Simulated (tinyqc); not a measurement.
Dopants and charged point defects at anneal temperature: Fermi-level effect, clustering and pairing: one step, computed by the program tinyqc. Command: `OMP_NUM_THREADS=1 python tinyqc.py 3026724 3026725 out.jsonl pairing walk`. One thread of a shared host (Intel(R) Xeon(R) Processor @ 2.30GHz), about 0.01 s of CPU time with the checks.

Boltzmann statistics and full ionisation of active dopants. Energies are counted from the valence band; the defect (a vacancy or self-interstitial) has five charge states, with all degeneracy factors one.

Task: Pairing in storage. An oppositely charged mobile impurity (density M) pairs with the dopant: pairs/free = Z (N_2/N_s) exp(E_b/k_B T_2) for M << N_2; capture radius R = e^2/(4 pi eps eps_0 k_B T_2); D_m = D_0 exp(-E_m/k_B T_2); association rate 4 pi R D_m N_2; dissociation rate = association rate/(pairs/free); tau = 1/(sum of both). Trapping slows long-range motion to D_m/(1 + pairs/free).

Inputs (values chosen for the exercise, with bands modelled on GaAs):
```
quantity,value,unit
site density N_s,3.1e+22,cm^-3
pair binding energy E_b,0.67,eV
pair configurations Z,4,-
storage temperature T_2,330,K
impurity diffusion prefactor D_0,0.00093,cm^2/s
impurity migration energy E_m,0.56,eV
dielectric constant eps,12.8,-
active dopant density in the stored part N_2,7.8e+16,cm^-3
```

Dopant: donor. Second part: pairing with a mobile impurity.

Constants: k_B = 8.617333262e-05 eV/K; e^2/(4 pi eps_0) = 14.39964548 eV angstrom.

Give: pairs/free; paired share; capture radius R; D_m; pairing time constant; effective diffusivity of the impurity.

Result:

pairs/free = 1.718e+05

paired share = 1.0000

capture radius R = 39.56 angstrom

D_m = 2.607e-12 cm^2/s

pairing time constant = 0.9892 s

effective diffusivity of the impurity = 1.517e-17 cm^2/s
